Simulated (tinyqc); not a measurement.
Adding salt: a particle near a wafer in liquid: double-layer and van der Waals forces (DLVO), deposition barrier and removal. Computed by tinyqc, a small Python program. Command: `OMP_NUM_THREADS=1 python tinyqc.py 3114349 3114350 out.jsonl dlvo walk`. One thread of a shared host (Intel(R) Xeon(R) Processor @ 2.30GHz), about 0.01 s of CPU time with the checks.

Sphere and flat wall, Derjaguin approximation, constant potentials in the linear-superposition form, no retardation and no hydration force.

Inputs (values chosen for the exercise, of the order of those for polymer latex on silicon in water):
```
quantity,value,unit
particle radius R,28,nm
Hamaker constant A,1.5e-20,J
potential of the particle psi_1,-36,mV
potential of the wafer psi_2,-47,mV
salt concentration c,0.00017,mol/L
valence z of the symmetric salt,1,-
temperature T,293,K
dielectric constant of the liquid,80.2,-
```

Constants: e = 1.602176634e-19 C; N_A = 6.02214076e+23 1/mol; eps_0 = 8.8541878128e-12 F/m; k_B = 1.380649e-23 J/K; k_B = 8.617333262e-05 eV/K.

Method:
- kappa^2 = 2 z^2 e^2 N_A (1000 c)/(eps eps_0 k_B T); gamma_i = tanh(z e psi_i/(4 k_B T)); Z = 64 pi eps eps_0 (k_B T/(z e))^2 gamma_1 gamma_2.
- The barrier height is zero when U = 0 and F = 0 together: kappa h = 1 and kappa = 6 Z/(e A), e = 2.718282 here; c follows from kappa^2, with the potentials held fixed.
- U(h) = Z R exp(-kappa h) - A R/(6 h); F(h) = -dU/dh = kappa Z R exp(-kappa h) - A R/(6 h^2), positive for repulsion.
- F = 0 reads x^2 exp(-x) = y with x = kappa h and y = A kappa/(6 Z); the left side peaks at x = 2 with 4/e^2 = 0.5413, so roots exist for smaller y: x < 2 is the barrier, x > 2 the secondary minimum.
- kappa scales as sqrt(c); potentials are held fixed. A dash marks rows without a maximum.

critical concentration = 0.368146 mol/L

kappa = 0.0427748 1/nm

Z = 13.5272 pN

Against the concentration:
```
c (mol/L),Debye length (nm),barrier at (nm),barrier (k_B T),minimum at (nm),minimum (k_B T)
3.68e-05,50.247,3.1442,82.447,5.1565e+02,-3.0287e-02
3.68e-04,15.890,1.8143,73.989,1.3990e+02,-1.0964e-01
3.68e-03,5.025,1.0722,59.500,3.6532e+01,-4.0852e-01
1.84e-02,2.247,0.7638,43.995,1.3756e+01,-1.0524e+00
7.36e-02,1.124,0.5934,26.053,5.6623e+00,-2.4496e+00
1.84e-01,0.711,0.5239,11.766,3.0074e+00,-4.3942e+00
3.31e-01,0.530,0.5030,1.831,1.9252e+00,-6.5147e+00
5.52e-01,0.410,0.5172,-6.916,1.2242e+00,-9.3978e+00
1.10e+00,0.291,-,-,-,-
```

What does the comparison show, and why?

At low salt the barrier tends to Z R = 93.6 k_B T; it is half of that between 0.0037 and 0.018 mol/L and changes sign at 0.37 mol/L, while the secondary minimum deepens to -6.5 k_B T at 0.9 of that. Caution: kappa R is not large, so the Derjaguin approximation is only rough at gaps of the order of the Debye length.

Extremes, crossings and ranges named in words are read from the listed rows.
